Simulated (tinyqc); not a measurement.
Comparisons within one model: pair of shallow donors (hydrogen-like orbitals). A value that a table varies takes the place of the one given here.

Each donor has the orbital exp(-r/a); energy unit Ha* = q/(eps a), q = e^2/(4 pi eps0), so that a lone donor is bound by Ha*/2; x = R/a. One electron: S = (1 + x + x^2/3) exp(-x), j = 1/x - (1 + 1/x) exp(-2x), k = (1 + x) exp(-x); levels E(+/-) = -1/2 - (j +/- k)/(1 +/- S) in Ha*, without the repulsion of the ions, split by D = |E(-) - E(+)|. In six valleys the overlaps S and k are multiplied by v = [cos(K Rx) + cos(K Ry) + cos(K Rz)]/3, K = k0 (2 pi/a_lat), for isotropic envelopes and the symmetric valley state.

Two electrons, Heitler-London: with S' = (1 - x + x^2/3) exp(x), C = 1/x - exp(-2x)(1/x + 11/8 + 3x/4 + x^2/6), X = (1/5){exp(-2x)(25/8 - 23x/4 - 3x^2 - x^3/3) + (6/x)[S^2 (0.5772157 + ln x) + S'^2 Ei(-4x) - 2 S S' Ei(-2x)]}, Q = C - 2j + 1/x and A = X - 2 S k + S^2/x, the singlet and triplet lie at (Q +/- w A)/(1 +/- w S^2) from two lone donors, with the valley weight w = v^2; the exchange is J = triplet - singlet.

Constants: e^2/(4 pi eps0) = 14.39964547 eV angstrom.

Parameters, chosen for this exercise (near those of two donors in Si; not measured data): a = 16.1 angstrom (orbital radius); eps = 11.5 (dielectric constant); a_lat = 5.431 angstrom (lattice constant); k0 = 0.858 2 pi/a_lat (valley position); sites = ((13, 0, 0), (13.25, 0.25, 0.25), (13.5, 0.5, 0), (13, 0.5, 0.5), (12.75, 0.25, -0.25), (13.75, 0.25, -0.25), (13, 1, 0), (13.25, 0.75, -0.25), (14, 0.5, 0.5)) a_lat (positions of the second donor); Ns = (0.039, 0.099, 0.24, 0.59, 1.4, 3, 5.9) x 1e18/cm^3 (donor densities); n = (16, 0, 0) a_lat (separation vector).

## Placement within one cell

D and J for each site, and for v = 1.

Results:

| site | R (angstrom) | v | D (meV) | J (micro-eV) | J for v = 1 |
|---|---|---|---|---|---|
| (13, 0, 0) | 70.6 | 0.856 | 4.55 | 648 | 885 |
| (13.25, 0.25, 0.25) | 72.0 | -0.078 | 0.385 | 4.78 | 778 |
| (13.5, 0.5, 0) | 73.4 | -0.256 | 1.18 | 44.9 | 683 |
| (13, 0.5, 0.5) | 70.7 | -0.412 | 2.15 | 149 | 876 |
| (12.75, 0.25, -0.25) | 69.3 | 0.457 | 2.55 | 209 | 1.00e+03 |
| (13.75, 0.25, -0.25) | 74.7 | 0.245 | 1.06 | 36.3 | 603 |
| (13, 1, 0) | 70.8 | 0.732 | 3.83 | 465 | 868 |
| (13.25, 0.75, -0.25) | 72.1 | -0.359 | 1.76 | 99.2 | 770 |
| (14, 0.5, 0.5) | 76.1 | -0.269 | 1.09 | 38.1 | 526 |

Over these sites the envelope alone changes J by a factor 1.9, and the valley factor v^2 by 119; J runs from 4.78 at (13.25, 0.25, 0.25) to 648 micro-eV at (13, 0, 0). Moves of less than one lattice constant change the phases of the valleys along each axis that moves, so the placement must be exact to the site.

## From lone donors to an impurity band (impurity band of shallow donors (Hubbard estimate))

Donors on a simple cubic lattice of spacing R = N^(-1/3) (1/angstrom^3 = 1e24/cm^3), Ha* = q/(eps a), q = e^2/(4 pi eps0), x = R/a. Hopping t = Ha* (1 + x) exp(-x), band width B = 12 t, on-site repulsion U = (5/8) Ha*; the gap closes near B/U = 1.15. Valley factors and disorder are left out.

Results:

| N (1e18/cm^3) | R (angstrom) | N^(1/3) a | t (meV) | B (meV) | B/U |
|---|---|---|---|---|---|
| 0.039 | 294.9 | 0.055 | 1.67e-05 | 0.000200 | 4.12e-06 |
| 0.099 | 216.2 | 0.074 | 0.00166 | 0.0199 | 0.000409 |
| 0.24 | 160.9 | 0.100 | 0.0390 | 0.468 | 0.00963 |
| 0.59 | 119.2 | 0.135 | 0.397 | 4.77 | 0.0981 |
| 1.4 | 89.4 | 0.180 | 1.98 | 23.7 | 0.488 |
| 3.0 | 69.3 | 0.232 | 5.56 | 66.8 | 1.37 |
| 5.9 | 55.3 | 0.291 | 11.1 | 133 | 2.74 |

B/U passes 1.15 between 1.4 and 3 x 1e18/cm^3; the root is x = 4.52, N^(1/3) a = 0.221, N = 2.6 x 1e18/cm^3, below the 4.2 that the empirical rule N^(1/3) a = 0.26 gives; the estimate is rough, since random positions, the overlap of the orbitals and screening are left out. While N grows by 151 times, t grows by 6.65e+05 times.

## What each parameter does

x, D = |E(-) - E(+)| and J. Each row changes one parameter from the base and keeps the others.

Results:

| case | x | D (meV) | J (micro-eV) |
|---|---|---|---|
| base | 5.397 | 1.496 | 71.3 |
| a = 14.5 angstrom | 5.993 | 1.026 | 30.3 |
| eps = 12.7 | 5.397 | 1.354 | 64.6 |
| k0 = 0.838 2 pi/a_lat | 5.397 | 0.9325 | 27.8 |
| n = (17, 0, 0) a_lat | 5.735 | 0.6990 | 15.6 |

The largest shifts from the base row, up to three for each result and ties (the steps differ in size, so this ranks the rows, not the parameters). x: a +0.596, n +0.337; unchanged at the printed digits by eps and k0. D (meV): n -0.797, k0 -0.563, a -0.470. J (micro-eV): n -55.7, k0 -43.5, a -41.0.

(tinyqc, `OMP_NUM_THREADS=1 python tinyqc.py 1252062 1252063 out.jsonl`, Intel(R) Xeon(R) Processor @ 2.30GHz, 1 thread, shared host, about 0.01 s.)
